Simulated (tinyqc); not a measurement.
Shallow acceptor in the spherical four-band model: one step. Ground state in the small basis. Four cases, with inputs chosen for the exercise.

Question. Solve H u = E S u for the lowest level of the acceptor; the first half of the basis is L = 0 and the second L = 2. Give E, E without the f-g block, and the L = 2 weight u_g S_gg u_g with u S u = 1.

Give: E; E without coupling; L = 2 weight.

Case 1.

S, lower triangle:
```
          f1        f2        f3        g1        g2        g3
f1  1.000000
f2  0.586262  1.000000
f3  0.185028  0.585479  1.000000
g1         0         0         0  1.000000
g2         0         0         0  0.287661  1.000000
g3         0         0         0  0.019508  0.286765  1.000000
```

H (Ry*), lower triangle:
```
           f1         f2          f3        g1         g2         g3
f1  -0.818028
f2  -1.005677   2.255690
f3  -1.173340   1.810829   31.088964
g1  -1.164034  -2.004075   -0.815468  1.729119
g2  -0.334848  -6.966787  -11.986994  0.804274  14.163035
g3  -0.022709  -1.997832  -41.800720  0.016219   6.844137  94.340781
```

Answer.

E = -2.024 Ry*
E without coupling = -0.904 Ry*
L = 2 weight = 0.238

Without the coupling the exact value is -1, which this basis, tuned to the compact coupled state, misses by 0.096. The coupling to L = 2 takes the level to 2.02 times that exact value.

Case 2.

S, lower triangle:
```
          f1        f2        f3        g1        g2        g3
f1  1.000000
f2  0.585479  1.000000
f3  0.184909  0.585977  1.000000
g1         0         0         0  1.000000
g2         0         0         0  0.286765  1.000000
g3         0         0         0  0.019479  0.287335  1.000000
```

H (Ry*), lower triangle:
```
           f1         f2          f3         g1        g2         g3
f1  -0.810116
f2  -0.935463  -0.120354
f3  -0.872132  -0.419169   10.865663
g1  -0.316628  -0.544788   -0.221683   0.512938
g2  -0.090798  -1.899770   -3.270025   0.220194  5.605811
g3  -0.006168  -0.545871  -11.380527  -0.013181  2.682641  39.761020
```

Answer.

E = -1.221 Ry*
E without coupling = -0.989 Ry*
L = 2 weight = 0.087

Without the coupling the exact value is -1, which this basis, tuned to the compact coupled state, misses by 0.011. The coupling to L = 2 takes the level to 1.22 times that exact value.

Case 3.

S, lower triangle:
```
          f1        f2        f3        g1        g2        g3
f1  1.000000
f2  0.585886  1.000000
f3  0.184729  0.585140  1.000000
g1         0         0         0  1.000000
g2         0         0         0  0.287231  1.000000
g3         0         0         0  0.019435  0.286378  1.000000
```

H (Ry*), lower triangle:
```
           f1         f2          f3         g1        g2         g3
f1  -0.846956
f2  -0.998213   0.659405
f3  -1.008261   0.297364   18.043315
g1  -0.622032  -1.070610   -0.435116   0.936090
g2  -0.178667  -3.727351   -6.411513   0.422220  8.667683
g3  -0.012089  -1.067430  -22.388309  -0.004089  4.160850  59.573102
```

Answer.

E = -1.519 Ry*
E without coupling = -0.977 Ry*
L = 2 weight = 0.160

Without the coupling the exact value is -1, which this basis, tuned to the compact coupled state, misses by 0.023. The coupling to L = 2 takes the level to 1.52 times that exact value.

Case 4.

S, lower triangle:
```
          f1        f2        g1        g2
f1  1.000000
f2  0.584749  1.000000
g1         0         0  1.000000
g2         0         0  0.285932  1.000000
```

H (Ry*), lower triangle:
```
           f1         f2        g1         g2
f1  -0.803397
f2  -0.998552   2.613631
g1  -0.779244  -1.339979  1.888122
g2  -0.222811  -4.686364  0.875489  15.325936
```

Answer.

E = -1.184 Ry*
E without coupling = -0.872 Ry*
L = 2 weight = 0.092

Without the coupling the exact value is -1, which this basis, tuned to the compact coupled state, misses by 0.128. The coupling to L = 2 takes the level to 1.18 times that exact value.

Computed by tinyqc, one run a case: `OMP_NUM_THREADS=1 python tinyqc.py N N+1 out.jsonl` with N = 1250645, 1250736, 1250756, 1250813; one thread of a shared Intel(R) Xeon(R) Processor @ 2.30GHz, about 0.06 s a run at most.
